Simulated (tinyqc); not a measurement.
Undoped symmetric double-gate MOSFET, analytic potential model: two steps of the calculation.

An undoped body of thickness ts between two equal insulators and tied gates; long channel, electrons only, n = ni exp((psi - V)/Vt) with V the quasi-Fermi potential (0 at the source, Vd at the drain), constant mobility, no quantisation. Across the body psi(x) = V - 2 Vt ln[(ts/(2 beta)) sqrt(q ni/(2 eps0 eps_r Vt)) cos(2 beta x/ts)], x from the centre. Q is the electron charge per area of the whole body.

Parameters, values chosen for the exercise; material values those of a made-up semiconductor: temperature T = 350 K; band gap Eg = 1.4 eV; relative permittivity of the semiconductor eps_r = 10.9; conduction-band density of states at T Nc = 2.89e19 cm^-3; valence-band density of states at T Nv = 3.87e19 cm^-3; relative permittivity of the gate insulator eox = 3.75; insulator thickness tox = 2.4 nm; body thickness ts = 12 nm; gate work function less that of the intrinsic body dphi = 0.17 V; channel mobility mu = 520 cm^2/(V s); gate length L = 2 um; drain voltage Vd = 0.8 V.

Constants: q = 1.602176634e-19 C, kB = 1.380649e-23 J/K, Vt = kB T/q, eps0 = 8.8541878128e-14 F/cm where lengths are in cm. Results are converted to the units shown.

Task 1. Constants of the body. ni = sqrt(Nc Nv) exp(-Eg/(2 Vt)), Eg in volts; r = eps_r tox/(eox ts); V0 = dphi + 2 Vt ln[(2/ts) sqrt(2 eps0 eps_r Vt/(q ni))].

Give: ni; r; V0.

Result 1.

ni = 2.785e9 cm^-3
r = 0.5813
V0 = 0.7644 V

Task 2. Charges and drain current. beta (between 0 and pi/2) solves (Vg - V0 - V)/(2 Vt) = ln(beta) - ln(cos beta) + 2 r beta tan(beta). Q = 8 eps0 eps_r Vt beta tan(beta)/ts; I = mu (1/L)(4 eps0 eps_r/ts)(2 Vt)^2 [g(beta_s) - g(beta_d)] per width, g = beta tan(beta) - beta^2/2 + r beta^2 tan^2(beta), with beta_s at V = 0 and beta_d at V = Vd.

beta_s = 0.039727431
beta_d = 6.9260263e-8
r = 0.58133333

Wanted: Qs; Qd; g(beta_s); g(beta_d); I.

Result 2.

Qs = 0.30643 nC/cm^2
Qd = 9.3088e-13 nC/cm^2
g(beta_s) = 7.9141e-4
g(beta_d) = 2.3985e-15
I = 0.0024086 uA/um

The term r beta^2 tan^2(beta), which gives the square law, makes up 0.183 % of g at the source.

Computed by the program tinyqc: `OMP_NUM_THREADS=1 python tinyqc.py 2440056 2440057 out.jsonl`, one thread of a shared Intel Xeon 2.30GHz, about 0.01 s for the whole run.
